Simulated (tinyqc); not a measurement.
Line shape against size: Raman line shape of confined optical phonons and breathing modes of small crystals. Computed by tinyqc, a small Python program. Command: `OMP_NUM_THREADS=1 python tinyqc.py 3026708 3026709 out.jsonl confine walk`. One thread of a shared host (Intel(R) Xeon(R) Processor @ 2.30GHz), about 0.02 s of CPU time with the checks.

Confinement in 1 direction(s) lets phonons with q away from zero scatter light. q is in units of 2 pi/a, from 0 to 1, and the branch is isotropic: omega(q)^2 = (omega_0^2 + omega_X^2)/2 + ((omega_0^2 - omega_X^2)/2) cos(pi q). The model and its constant beta are phenomenological; beta = 8 is the common choice.

Inputs (values chosen for the exercise, modelled on silicon): bulk frequency omega_0 = 520.8 1/cm; frequency at the zone boundary omega_X = 431 1/cm; natural width Gamma_0 = 3.5 1/cm; lattice constant a = 5.431 angstrom; size L = 14 nm; confinement constant beta = 8.

Shape: film.

Method:
- Weight W(q) = q^0 exp(-(2 L q/a)^2/(2 beta)) dq, that is exp(-k^2 L^2/(2 beta pi^2)) for k = 2 pi q/a.
- Width q_c = a sqrt(2 beta)/(2 L), where the exponential falls to 1/e; curvature of the branch: omega(q) = omega_0 - c q^2, c = pi^2 (omega_0^2 - omega_X^2)/(8 omega_0); for small q_c the mean of q^2 is (number of confined directions) q_c^2/2, and the mean shift is -c times that.
- I(omega) = int W(q) / [(omega - omega(q))^2 + (Gamma_0/2)^2] dq / int W dq x (Gamma_0/2)^2, by 400 Gauss-Legendre points on 0 < q < min(1, 2.5 a sqrt(2 beta)/L).
- The peak is the maximum of I; the width is taken between the half-maximum points, and the asymmetry is the low-side half-width over the high-side one.

mean shift, quadratic estimate = -0.609389 1/cm

Line shape:
```
L (nm)  peak shift (1/cm)  full width (1/cm)  asymmetry  mean shift, quadratic estimate (1/cm)
3                -0.93055             8.5755       2.84                                -13.271
3.6              -0.89698             7.8328     2.5528                                -9.2161
4.4              -0.84932             7.0387     2.2497                                -6.1694
5.5                -0.782             6.2233     1.9436                                -3.9484
7                -0.69282             5.4575     1.6618                                -2.4376
10               -0.53776             4.5821     1.3483                                -1.1944
15               -0.35451             3.9533      1.132                               -0.53085
25               -0.16951              3.602     1.0218                               -0.19110
```

What follows from these numbers?

The peak shift falls with exponent -0.20 at the small end and -1.44 at the large end. For still larger L it tends to the mean shift, which goes as 1/L^2; the ratio is 0.07 in the first row and 0.89 in the last. The width exceeds Gamma_0 by over 10 % for L up to 15 nm. In a film the weight is largest at q = 0, so the peak hardly moves and a tail grows instead.

Extremes, crossings and ranges named in words are read from the listed rows.
